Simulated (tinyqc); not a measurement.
Millisecond and nanosecond annealing: surface heating, thermal budget and solid-phase regrowth: one step, computed by the program tinyqc.

A square pulse heats the surface of a thick wafer with constant thermal properties; losses by radiation are neglected and silicon melts at 1414 C.

Problem. Thermal budget. Absorbed flux q = (1 - R) fluence/t_p; kappa = k/c. With f(z, t) = (2 q/k) sqrt(kappa t) ierfc(z/(2 sqrt(kappa t))), ierfc(x) = exp(-x^2)/sqrt(pi) - x erfc(x): T = T0 + f(z, t) during the pulse and T0 + f(z, t) - f(z, t - t_p) after it. Temperatures in kelvin are T(C) + 273.15. Integrate exp(-E/(k_B T(t))) at the surface from 0 to 10 t_p (Gauss-Legendre, 60 points in sqrt(t) up to t_p and 60 in sqrt(t - t_p) after it). (Dt) = D0 x integral with E; regrowth = v0 x integral with E_v; effective time = integral/exp(-E/(k_B T_peak)).

Inputs (values chosen for the exercise, modelled on hot silicon with phosphorus):

| quantity | value | unit |
|---|---|---|
| incident fluence | 20 | J/cm^2 |
| pulse length t_p | 0.00048 | s |
| reflectance R | 0.4 | - |
| thermal conductivity k | 0.29 | W/(cm K) |
| heat capacity per volume c | 2.28 | J/(cm^3 K) |
| preheat temperature T0 | 400 | C |
| dopant prefactor D0 | 4.85 | cm^2/s |
| dopant activation energy E | 3.69 | eV |
| regrowth prefactor v0 | 5.1e+08 | cm/s |
| regrowth energy E_v | 2.69 | eV |

Source: scanned laser.

peak temperature = 1160.062 C

Constants: k_B = 8.617333262e-05 eV/K.

Give: budget (Dt); diffusion length 2 sqrt(Dt); effective time over t_p; possible regrowth.

Solution.

budget (Dt) = 2.954e-17 cm^2

diffusion length 2 sqrt(Dt) = 0.1087 nm

effective time over t_p = 0.1200

possible regrowth = 138.5 nm

Caution: equilibrium diffusivities are used; implant damage enhances diffusion, and k and c vary with temperature. Caution: the peak lies above 1150 C, and amorphous silicon melts some 200 to 250 K below the crystal, so a layer that has not regrown before the peak may melt instead. Caution: a diffusion length below the atomic spacing of 0.235 nm means about one jump per atom or fewer, so the profile does not change measurably.
